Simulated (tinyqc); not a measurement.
Hall effect and magnetoresistance of several carrier groups with constant relaxation times: one step, computed by the program tinyqc. Command: `OMP_NUM_THREADS=1 python tinyqc.py 3000746 3000747 out.jsonl hall2 walk`. One thread of a shared host (Intel(R) Xeon(R) Processor @ 2.30GHz), about 0.01 s of CPU time with the checks.

Group 1 has charge -e and group 2 charge +e; s_i is that sign. B lies along z; mu B is formed with mu in m^2/(V s).

Question. Resistivity, Hall coefficient and magnetoresistance. rho_xx = sigma_xx/(sigma_xx^2 + sigma_xy^2); Hall coefficient R_H = sigma_xy/(B (sigma_xx^2 + sigma_xy^2)), with B in V s/cm^2 (1 T = 1e-4 V s/cm^2); magnetoresistance MR = rho_xx(B)/rho_xx(0) - 1. Apparent density 1/(e |R_H|); Hall mobility |R_H|/rho_xx.

Inputs (values chosen for the exercise, for a model conductor): magnetic field B = 7.6 T.

Carriers: electrons and holes. Densities: per area (a thin layer).

sigma_xx = 0.01216397 S

sigma_xy = 0.04406666 S

sigma at B = 0 = 0.2492987 S

Constants: e = 1.602176634e-19 C.

Give: rho_xx; Hall coefficient R_H; magnetoresistance MR; apparent density; Hall mobility.

Answer.

rho_xx = 5.8205 ohm

Hall coefficient R_H = 27745 cm^2/C

magnetoresistance MR = 45.105 %

apparent density = 2.2496e+14 1/cm^2

Hall mobility = 4766.7 cm^2/(V s)
